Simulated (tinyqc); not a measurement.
Band bending at a free surface with a continuum of surface states, surface photovoltage and Kelvin probe: two steps of the calculation.

n-type bulk, xi = Ec - EF = Vt ln(Nc/Nd), p0 = ni^2/Nd, ni = sqrt(Nc Nv) exp(-Eg/(2 Vt)), Eg in volts. b is the upward band bending, u = b/Vt. Space charge per area, in units of q: Qc = sign(b) sqrt((2 eps0 eps_r Vt/q) [(Nd + dn)(exp(-u) - 1) + Nd u + (p0 + dn)(exp(u) - 1)]), with dn the excess density under light (flat quasi-Fermi levels; 0 in the dark). The states hold -Ds (E0 - xi - b): negative while the Fermi level lies above the neutrality level. Neutrality: Qc + Qf + (charge of the states) = 0.

Parameters, values chosen for the exercise; band and dielectric values close to those of gallium nitride:
```
symbol,value,unit,meaning
T,300,K,temperature
Eg,3.41,eV,band gap
eps_r,9.41,,relative permittivity
Nc,2.34e18,cm^-3,conduction-band density of states at T
Nv,4.69e19,cm^-3,valence-band density of states at T
chi,4.15,eV,electron affinity
Nd,1.4e16,cm^-3,donor density
Qf,0,cm^-2,fixed positive charge at the surface
Ds,7.3e11,cm^-2 eV^-1,density of surface states
E0,1.02,eV,depth of their neutrality level below the conduction edge
```

Constants: q = 1.602176634e-19 C, kB = 1.380649e-23 J/K, Vt = kB T/q, eps0 = 8.8541878128e-14 F/cm where lengths are in cm. Results are converted to the units shown.

Problem 1. Bulk quantities. xi, ni, p0, the Debye length sqrt(eps0 eps_r Vt/(q Nd)) and the flat-band work function chi + xi.

Give: xi; ni; p0; Debye length; chi + xi.

Solution 1.

xi = 0.13233 eV
ni = 2.3848e-10 cm^-3
p0 = 4.0624e-36 cm^-3
Debye length = 30.988 nm
chi + xi = 4.2823 eV

Problem 2. Band bending in the dark. Newton step: b(new) = b - (Qc + Qf - Ds (E0 - xi - b))/(dQc/db + Ds), dQc/db = (eps0 eps_r/q) [Nd (1 - exp(-u)) + p0 exp(u)]/Qc.

b at the start = 0.71 V

Find: b after iteration 1.

Solution 2.

b after iteration 1 = 0.5165 V

tinyqc, about 0.01 s, one thread, Intel Xeon 2.30GHz (shared host): `OMP_NUM_THREADS=1 python tinyqc.py 2430062 2430063 out.jsonl`
